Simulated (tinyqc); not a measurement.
# Read current of a NAND string, cells in series solved by shooting: effects of single changes

Cells in series, numbered from 0 at the source line (0 V) to the bit line, each followed by a gap resistance Rg. A cell with gate Vg, threshold VT, source Vs and drain Vd passes I = 2 nf K Vt^2 [F(Vs) - F(Vd)]/(1 + th max(Vg - VT, 0)), F(V) = ln^2(1 + exp((Vg - VT - nf V)/(2 nf Vt))). The selected cell has Vg = Vr, the others Vg = Vp.

Values chosen for this exercise; values of the order met in vertical NAND strings: temperature T = 300 K; gain factor of a cell K = 25 uA/V^2; slope factor nf = 1.3; mobility reduction factor th = 0.16 1/V; resistance of the gap between cells Rg = 1.3 kohm; bit-line voltage Vbl = 0.4 V; pass voltage Vp = 6.1 V; threshold of an erased cell Ve = -1.8 V; threshold of the highest state Vh = 4 V; threshold of the selected cell Vx = 0.7 V; sensing current Is = 10 nA; read voltage on the selected word line Vr = 2.44 V.

Constants: q = 1.602176634e-19 C, kB = 1.380649e-23 J/K, Vt = kB T/q. Results are converted to the units shown.

Each table varies one quantity; the others keep the values above.

## Read current against the number of cells

For a trial current I start at 0 V and, cell by cell, solve for the drain: sqrt(F(Vd)) = sqrt(F(Vs) - I/k), k = 2 nf K Vt^2/(1 + th max(Vg - VT, 0)), Vd = [Vg - VT - 2 nf Vt ln(exp(sqrt F) - 1)]/nf, then add I Rg. The string current is the I for which the last node reaches Vbl. The apparent threshold is the Vr at which I = Is. Background: all other cells erased (VT = Ve) or all in the highest state (VT = Vh); ratio and shift are high over erased and high minus erased. The selected cell is in the middle, cell n/2.

Read current against the number of cells:
columns A: n; B: I, others erased (uA); C: I, others high (uA); D: ratio; E: apparent VT, erased (V); F: apparent VT, high (V); G: background shift (mV)
```
A         B        C       D       E       F       G
8     3.118    1.612  0.5168  0.6681  0.6688  0.7276
16    1.715   0.8147  0.4752  0.6687  0.6702   1.456
32   0.9016   0.4096  0.4543  0.6701  0.6730   2.915
64   0.4627   0.2054  0.4438  0.6727  0.6786   5.844
96   0.3112   0.1370  0.4404  0.6754  0.6842   8.786
128  0.2344   0.1028  0.4386  0.6780  0.6898   11.74
192  0.1570  0.06858  0.4369  0.6833  0.7010   17.70
```

With erased neighbours the current falls from 3.12 to 0.157 uA, as n^(-0.86) between the first two rows and n^(-0.99) between the last two (-1 once the series resistance rules). The ratio falls from 0.517 to 0.437 and the background shift rises from 0.728 to 17.7 mV.

## Effect of the bit-line voltage

Same model as above.

The string has 128 cells and the selected one is cell 64.

Results:
columns A: Vbl (V); B: I, others erased (uA); C: I, others high (uA); D: ratio; E: apparent VT, erased (V); F: apparent VT, high (V); G: background shift (mV)
```
A          B        C       D       E       F      G
0.1  0.06007  0.02831  0.4714  0.6806  0.6950  14.43
0.2   0.1192  0.05489  0.4607  0.6781  0.6899  11.81
0.3   0.1773  0.07973  0.4497  0.6780  0.6898  11.74
0.5   0.2906   0.1241  0.4273  0.6780  0.6898  11.74
0.6   0.3457   0.1437  0.4157  0.6780  0.6898  11.74
0.7   0.3998   0.1615  0.4039  0.6780  0.6898  11.74
0.8   0.4529   0.1774  0.3918  0.6780  0.6898  11.74
```

Estimate the missing row, Vbl = 0.4 V.

Computed row:
columns A: Vbl (V); B: I, others erased (uA); C: I, others high (uA); D: ratio; E: apparent VT, erased (V); F: apparent VT, high (V); G: background shift (mV)
```
A         B       C       D       E       F      G
0.4  0.2344  0.1028  0.4386  0.6780  0.6898  11.74
```

With this row back in the table: As Vbl goes from 0.1 to 0.8 V, the current with erased neighbours rises from 0.0601 to 0.453 uA, that with high neighbours rises from 0.0283 to 0.177 uA and the ratio falls from 0.471 to 0.392. The background shift falls from 14.4 to 11.7 mV.

Program tinyqc, `OMP_NUM_THREADS=1 python tinyqc.py 2142112 2142113 out.jsonl`; Intel Xeon 2.30GHz, shared host, one thread, about 1 s.
